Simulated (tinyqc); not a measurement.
Comparisons within one model: six-band Luttinger-Kohn model with strain. A value that a table varies takes the place of the one given here.

Six-band Luttinger-Kohn model in the basis |3/2,3/2>, |3/2,1/2>, |3/2,-1/2>, |3/2,-3/2>, |1/2,1/2>, |1/2,-1/2>, electron energies, zero at the top of the unstrained valence band. H = -[rows: (P+Q, -S, R, 0, -S/r2, r2 R); (-S*, P-Q, 0, R, -r2 Q, r32 S); (R*, 0, P-Q, S, r32 S*, r2 Q); (0, R*, S*, P+Q, -r2 R*, -S*/r2); (-S*/r2, -r2 Q, r32 S, -r2 R, P+Dso, 0); (r2 R*, r32 S*, r2 Q, -S/r2, 0, P+Dso)], r2 = sqrt(2), r32 = sqrt(3/2). Levels are twofold.

P = c g1 k^2 - av tr(e); Q = c g2 (kx^2 + ky^2 - 2 kz^2) - (b/2)(exx + eyy - 2 ezz); R = c sqrt3 [-g2 (kx^2 - ky^2) + 2i g3 kx ky] + (sqrt3/2) b (exx - eyy) - i d exy; S = 2 c sqrt3 g3 (kx - i ky) kz - d (exz - i eyz); c = hbar^2/2m0, e the strain tensor (not engineering shear).

s11 = (C11 + C12)/((C11 - C12)(C11 + 2 C12)), s12 = -C12/((C11 - C12)(C11 + 2 C12)), s44 = 1/C44; exx = s11 sxx + s12 (syy + szz) and cyclic, exy = s44 sxy/2; tension is positive. A uniaxial stress X along the unit vector n is s_ij = X n_i n_j.

Constants: hbar^2/2m0 = 3.80998211 eV angstrom^2.

Inputs chosen for the exercise (near those of Ge; not measured data): Dso = 0.291 eV (spin-orbit splitting); g1 = 13.41 (Luttinger gamma1); g2 = 4.25 (gamma2); g3 = 5.68 (gamma3); av = 1.24 eV (valence hydrostatic potential); b = -2.55 eV (tetragonal shear potential); d = -5.35 eV (trigonal shear potential); C11 = 127.8 GPa; C12 = 47.9 GPa; C44 = 67 GPa; load = biaxial (001) (kind of stress); X1 = 1.8 GPa (size of the stress); E_h = 10 meV (hole energy below the top); X = -1.61 GPa (stress).

## Sweep of a biaxial (001) stress

Edges at k = 0 and curvature masses of the top pair along [110] and [001] (step 0.0002 1/angstrom); at zero stress the top is fourfold and has no single curvature.

Edges and masses:
```
X (GPa)  top (eV)  second (eV)  third (eV)  splitting (meV)  m [110]  m [001]
-3.00      0.0625      -0.0597     -0.3936            122.2    0.057    0.204
-2.00      0.0416      -0.0545     -0.3447             96.2    0.057    0.204
-1.00      0.0208      -0.0354     -0.3097             56.2    0.057    0.204
0.00       0.0000       0.0000     -0.2910              0.0        -        -
1.00       0.0492      -0.0208     -0.2861             70.0    0.131    0.040
2.00       0.1077      -0.0416     -0.2905            149.3    0.150    0.037
3.00       0.1717      -0.0625     -0.3004            234.2    0.164    0.036
```

The splitting reaches 122.2 meV under compression and 234.2 meV under the same tension; linear shear terms alone would make the two equal, and the difference comes from the coupling to the split-off band. At the ends of the sweep the top pair has a mass along [110] of 0.057 under compression and 0.164 under tension, so compression gives the lighter holes along [110]; along [001] it has 0.204 and 0.036. The top edge itself moves by +62 and +172 meV. The ends of the sweep mean strains up to 2.1 %, beyond the range of linear deformation potentials.

## Which stress helps holes along [110]

Each load has size X1 (biaxial: sxx = syy); masses are curvatures of the top pair at k = 0.

Results:
```
load                         splitting (meV)  top edge (meV)  m [110]  m [001]
uniaxial [110], compression            102.9            47.6    0.035    0.150
uniaxial [110], tension                 77.4            56.7    0.301    0.049
uniaxial [100], compression            132.9            65.5    0.060    0.147
uniaxial [100], tension                 89.4            67.4    0.089    0.057
uniaxial [111], compression             93.0            41.6    0.046    0.075
uniaxial [111], tension                 69.9            51.5    0.129    0.075
biaxial (001), compression              89.4            37.5    0.057    0.204
biaxial (001), tension                 132.9            95.4    0.147    0.038
```

The lightest mass along [110] (0.035) comes with uniaxial [110], compression. The largest splitting (132.9 meV) comes with uniaxial [100], compression; biaxial (001), tension. The heaviest mass along [001] (0.204), which lowers the confinement energy in a (001) channel, comes with biaxial (001), compression. The splitting per GPa follows b (s11 - s12) for loads along cube axes and d s44 for [111]: here 2 |b| (s11 - s12) = 63.8 and |d| s44/sqrt3 = 46.1 meV per GPa in the limit of large Dso; where the splitting nears Dso, mixing with the split-off band makes it depend on the sign of the load.

## Warping of the constant-energy contours (six-band Luttinger-Kohn model)

No strain (e = 0). In the plane kz = 0, |k| where the top and second pairs lie E_h below the top, against the angle from [100]; m = c k^2/E_h.

Contours:
```
angle (degrees)  k top (1/angstrom)  k second (1/angstrom)  m top (m0)  m second (m0)
0                            0.0231                 0.0110       0.204          0.046
9                            0.0237                 0.0109       0.214          0.046
18                           0.0254                 0.0108       0.245          0.045
27                           0.0279                 0.0107       0.297          0.043
36                           0.0305                 0.0105       0.355          0.042
45                           0.0318                 0.0105       0.384          0.042
```

The heavy contour reaches 1.373 times as far along [110] as along [100], the light one 0.954 times. The warping follows g3 - g2 = 1.43 and would vanish for g2 = g3. Along [100] the heavy mass is 1/(g1 - 2 g2) = 0.204 at any energy, while the light one is 0.0461, against 1/(g1 + 2 g2) = 0.0456 at the edge, for E_h/Dso = 0.03.

## What each parameter does

Edges at k = 0 under a biaxial (001) stress X and the curvature mass of the top pair along [110] (step 0.0002 1/angstrom). Each row changes one parameter from the base and keeps the others.

Results:
```
case              top (eV)  second (eV)  third (eV)  mass (m0)
base                0.0335      -0.0489     -0.3292      0.057
g1 = 16.092         0.0335      -0.0489     -0.3292      0.049
g3 = 6.816          0.0335      -0.0489     -0.3292      0.057
d = -4.28 eV        0.0335      -0.0489     -0.3292      0.057
av = 0.992 eV       0.0371      -0.0454     -0.3256      0.057
C44 = 53.6 GPa      0.0335      -0.0489     -0.3292      0.057
C11 = 153.36 GPa    0.0229      -0.0435     -0.3185      0.057
X = -1.932 GPa      0.0402      -0.0537     -0.3418      0.057
```

The largest shifts from the base row, up to three for each result and ties (the steps differ in size, so this ranks the rows, not the parameters). top (eV): C11 -0.0106, X +0.0067, av +0.0036; unchanged at the printed digits by g1, g3, d and C44. second (eV): C11 +0.0055, X -0.0048, av +0.0036; unchanged at the printed digits by g1, g3, d and C44. third (eV): X -0.0126, C11 +0.0106, av +0.0036; unchanged at the printed digits by g1, g3, d and C44. mass (m0): g1 -0.007; unchanged at the printed digits by g3, d, av, C44, C11 and X. The Luttinger parameters multiply k^2 and cannot move the edges; av shifts all edges alike and leaves the mass.

Computed by tinyqc, a small Python program: `OMP_NUM_THREADS=1 python tinyqc.py 1051145 1051146 out.jsonl` (the numbers bound the seed that draws the inputs); one thread of a shared host (Intel(R) Xeon(R) Processor @ 2.30GHz), about 0.03 s for the whole set of steps.
